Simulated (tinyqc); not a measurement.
Inside a calculation. Method: plane-wave Kohn-Sham cycle with exchange-only LDA in a layered model solid. Computed by tinyqc, a small Python program that keeps every step. Settings: points = 16, plane-wave index or count = 3, electrons = 2, k points = 1, area = 27.0, mixing = 0.5, iteration cap = 66. Command: `OMP_NUM_THREADS=1 python tinyqc.py 23869 23870 out.jsonl` (the two numbers bound the seeds that draw the settings). One thread of a shared host (Intel(R) Xeon(R) Processor @ 2.60GHz), about 0.01 s of CPU time with the checks. Later iterations appear only in the table of the cycle.

## Iteration 1: potential

A solid whose potential varies along x alone (atomic units):

| parameter | value |
|---|---|
| period a | 11.800000 |
| cross-section of the cell | 27.000000 |
| electrons per cell | 2 |
| grid points | 16 |
| plane waves -n..n, n | 3 |
| k points | 1 |
| V1 in V1 cos(2 pi x/a) | -0.320000 |
| V2 in V2 cos(4 pi x/a) | -0.070000 |

density at the start, on the grid x_j = j a/N (e/bohr^3): 0.00627746  0.00627746  0.00627746  0.00627746  0.00627746  0.00627746  0.00627746  0.00627746  0.00627746  0.00627746  0.00627746  0.00627746  0.00627746  0.00627746  0.00627746  0.00627746

V_H(G) = 4 pi rho(G)/G^2 for G != 0 (uniform background); v_x = -(3 rho/pi)^(1/3); V = V_ext + V_H + v_x; Fourier components f(G_m) = (1/N) sum_j f(x_j) exp(-i G_m x_j).

Potentials on the grid (hartree):

| x | V_ext | V_H | v_x | V |
|---|---|---|---|---|
| 0.000000 | -0.390000 | 0.000000 | -0.181657 | -0.571657 |
| 0.737500 | -0.345139 | 0.000000 | -0.181657 | -0.526796 |
| 1.475000 | -0.226274 | 0.000000 | -0.181657 | -0.407931 |
| 2.212500 | -0.072961 | 0.000000 | -0.181657 | -0.254618 |
| 2.950000 | 0.070000 | 0.000000 | -0.181657 | -0.111657 |
| 3.687500 | 0.171956 | 0.000000 | -0.181657 | -0.009701 |
| 4.425000 | 0.226274 | 0.000000 | -0.181657 | 0.044617 |
| 5.162500 | 0.246144 | 0.000000 | -0.181657 | 0.064487 |
| 5.900000 | 0.250000 | 0.000000 | -0.181657 | 0.068343 |
| 6.637500 | 0.246144 | 0.000000 | -0.181657 | 0.064487 |
| 7.375000 | 0.226274 | 0.000000 | -0.181657 | 0.044617 |
| 8.112500 | 0.171956 | 0.000000 | -0.181657 | -0.009701 |
| 8.850000 | 0.070000 | 0.000000 | -0.181657 | -0.111657 |
| 9.587500 | -0.072961 | 0.000000 | -0.181657 | -0.254618 |
| 10.325000 | -0.226274 | 0.000000 | -0.181657 | -0.407931 |
| 11.062500 | -0.345139 | 0.000000 | -0.181657 | -0.526796 |

V(G_m), m = 0, 1, 2, ... (hartree): -0.181657  -0.160000  -0.035000  0.000000  0.000000  0.000000  0.000000

## Iteration 1: Hamiltonian at one k

k = 0.000000 2 pi / a

H(m,m') = (k + G_m)^2/2 delta + V(G_m - G_m'), with V(-G) = V(G).

H (hartree), lower triangle:
```
           -3         -2         -1         +0         +1         +2        +3
-3   1.094218
-2  -0.160000   0.385399
-1  -0.035000  -0.160000  -0.039893
+0   0.000000  -0.035000  -0.160000  -0.181657
+1   0.000000   0.000000  -0.035000  -0.160000  -0.039893
+2   0.000000   0.000000   0.000000  -0.035000  -0.160000   0.385399
+3   0.000000   0.000000   0.000000   0.000000  -0.035000  -0.160000  1.094218
```

## Iteration 1: levels at that k

Diagonalise the Hermitian matrix.

eigenvalues (hartree): -0.387893  -0.068799  0.074064  0.408147  0.414862  1.128661  1.128749

## Iteration 1: new density

Motion across x is left out: the lowest 1 band(s) hold two electrons at each of the k points (j + 1/2)/nk - 1/2. Residual R = rho(out) - rho(in); rho(new) = rho(in) + 0.5 R. rho(out) = 2/(a A nk) sum |psi|^2 with psi = sum c exp(i G x). Harris energy E = band energy - dV sum rho (V_H/2 + v_x) + (3/4) dV sum rho v_x with rho(in), dV = a A/N, band energy = (2/nk) sum of the filled levels.

rho(out) (e/bohr^3): 0.02419699  0.02002904  0.01142229  0.00462058  0.00145176  0.00042081  0.00012703  0.00003943  0.00002056  0.00003943  0.00012703  0.00042081  0.00145176  0.00462058  0.01142229  0.02002904

density after iteration 1 (e/bohr^3): 0.01523723  0.01315325  0.00884988  0.00544902  0.00386461  0.00334914  0.00320225  0.00315845  0.00314901  0.00315845  0.00320225  0.00334914  0.00386461  0.00544902  0.00884988  0.01315325

energy per cell = -0.68495743 hartree

## Iteration 2: potential

As before.

Potentials on the grid (hartree):

| x | V_ext | V_H | v_x | V |
|---|---|---|---|---|
| 0.000000 | -0.390000 | 0.257538 | -0.244133 | -0.376595 |
| 0.737500 | -0.345139 | 0.228174 | -0.232453 | -0.349417 |
| 1.475000 | -0.226274 | 0.153115 | -0.203690 | -0.276849 |
| 2.212500 | -0.072961 | 0.059875 | -0.173286 | -0.186372 |
| 2.950000 | 0.070000 | -0.028786 | -0.154535 | -0.113321 |
| 3.687500 | 0.171956 | -0.101556 | -0.147333 | -0.076934 |
| 4.425000 | 0.226274 | -0.154507 | -0.145147 | -0.073380 |
| 5.162500 | 0.246144 | -0.186494 | -0.144482 | -0.084832 |
| 5.900000 | 0.250000 | -0.197180 | -0.144338 | -0.091518 |
| 6.637500 | 0.246144 | -0.186494 | -0.144482 | -0.084832 |
| 7.375000 | 0.226274 | -0.154507 | -0.145147 | -0.073380 |
| 8.112500 | 0.171956 | -0.101556 | -0.147333 | -0.076934 |
| 8.850000 | 0.070000 | -0.028786 | -0.154535 | -0.113321 |
| 9.587500 | -0.072961 | 0.059875 | -0.173286 | -0.186372 |
| 10.325000 | -0.226274 | 0.153115 | -0.203690 | -0.276849 |
| 11.062500 | -0.345139 | 0.228174 | -0.232453 | -0.349417 |

V(G_m), m = 0, 1, 2, ... (hartree): -0.174395  -0.071592  -0.030201  0.000149  0.000357  0.000185  0.000017

## Iteration 2: Hamiltonian at one k

k = 0.000000 2 pi / a

As before.

H (hartree), lower triangle:
```
           -3         -2         -1         +0         +1         +2        +3
-3   1.101480
-2  -0.071592   0.392660
-1  -0.030201  -0.071592  -0.032631
+0   0.000149  -0.030201  -0.071592  -0.174395
+1   0.000357   0.000149  -0.030201  -0.071592  -0.032631
+2   0.000185   0.000357   0.000149  -0.030201  -0.071592   0.392660
+3   0.000017   0.000185   0.000357   0.000149  -0.030201  -0.071592  1.101480
```

## Iteration 2: levels at that k

As before.

eigenvalues (hartree): -0.243126  -0.016698  -0.007682  0.398890  0.399001  1.109093  1.109144

## Iteration 2: new density

As before.

rho(out) (e/bohr^3): 0.01977841  0.01718542  0.01143092  0.00610878  0.00288367  0.00136514  0.00071808  0.00045051  0.00037595  0.00045051  0.00071808  0.00136514  0.00288367  0.00610878  0.01143092  0.01718542

density after iteration 2 (e/bohr^3): 0.01750782  0.01516934  0.01014040  0.00577890  0.00337414  0.00235714  0.00196016  0.00180448  0.00176248  0.00180448  0.00196016  0.00235714  0.00337414  0.00577890  0.01014040  0.01516934

energy per cell = -0.48321043 hartree

## Convergence

Stop when sqrt(dV sum R^2) is below 1e-8, dV = a A/N.

Course of the cycle:

| iteration | E (hartree) | norm of the residual |
|---|---|---|
| 1 | -0.68495743 | 1.46e-01 |
| 2 | -0.48321043 | 4.72e-02 |
| 3 | -0.46406143 | 1.00e-02 |
| 4 | -0.46407516 | 5.08e-03 |
| 5 | -0.46407909 | 2.54e-03 |
| 6 | -0.46408022 | 1.28e-03 |
| 7 | -0.46408053 | 6.42e-04 |
| 8 | -0.46408062 | 3.24e-04 |
| 9 | -0.46408064 | 1.63e-04 |
| 10 | -0.46408064 | 8.22e-05 |
| 11 | -0.46408065 | 4.14e-05 |
| ... | ... | ... |
| 14 | -0.46408065 | 5.30e-06 |
| 15 | -0.46408065 | 2.67e-06 |
| 16 | -0.46408065 | 1.35e-06 |
| 17 | -0.46408065 | 6.80e-07 |
| 18 | -0.46408065 | 3.43e-07 |
| 19 | -0.46408065 | 1.73e-07 |
| 20 | -0.46408065 | 8.73e-08 |
| 21 | -0.46408065 | 4.41e-08 |
| 22 | -0.46408065 | 2.22e-08 |
| 23 | -0.46408065 | 1.12e-08 |
| 24 | -0.46408065 | 5.67e-09 |

Converged in 24 iterations. Before convergence this energy mixes input and output and is not variational, so it may rise towards its limit.
